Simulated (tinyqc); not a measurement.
Worked calculation: inverse iteration on a symmetric matrix. Computed by tinyqc, a small Python program that keeps every step. Settings: method = inverse, shift = 1.99. Command: `OMP_NUM_THREADS=1 python tinyqc.py 27148 27149 out.jsonl` (the two numbers bound the seeds that draw the settings). One thread of a shared host (Intel(R) Xeon(R) Processor @ 2.60GHz), about 0.01 s of CPU time with the checks.

## Step 1

A:
```
[[0.286000, 0.489000, 0.176000],
 [0.489000, 0.817000, -0.412000],
 [0.176000, -0.412000, 4.236000]]
```

vector v at the start: [0.577350, 0.577350, 0.577350]

shift = 1.990000

solve (A - shift) w = v; v' = w/|w| with its largest component positive (the first on a tie); lambda = v'^T A v'.

vector after step 1: [0.567469, 0.806859, -0.164184]

Rayleigh quotient after step 1 = 1.262329

## Step 2

As before.

vector after step 2: [0.559428, 0.810690, 0.172689]

Rayleigh quotient after step 2 = 1.114971

## Step 3

As before.

vector after step 3: [0.542875, 0.838785, 0.041563]

Rayleigh quotient after step 3 = 1.090967

## Course of the iteration

Stop when the residual |A v - lambda v| is below 1e-9.

Steps:
```
step      lambda  residual
1     1.26232851  7.45e-01
2     1.11497147  3.08e-01
3     1.09096664  1.22e-01
4     1.08726170  4.83e-02
5     1.08669652  1.90e-02
6     1.08661080  7.51e-03
7     1.08659787  2.97e-03
8     1.08659594  1.17e-03
9     1.08659565  4.65e-04
10    1.08659561  1.85e-04
11    1.08659560  7.36e-05
12    1.08659560  2.94e-05
13    1.08659560  1.18e-05
14    1.08659560  4.75e-06
15    1.08659560  1.92e-06
16    1.08659560  7.85e-07
17    1.08659560  3.22e-07
18    1.08659560  1.33e-07
19    1.08659560  5.55e-08
20    1.08659560  2.33e-08
21    1.08659560  9.87e-09
22    1.08659560  4.21e-09
23    1.08659560  1.81e-09
24    1.08659560  7.82e-10
```

all eigenvalues, for comparison: [-0.036031, 1.086596, 4.288435]

Converged in 24 steps.
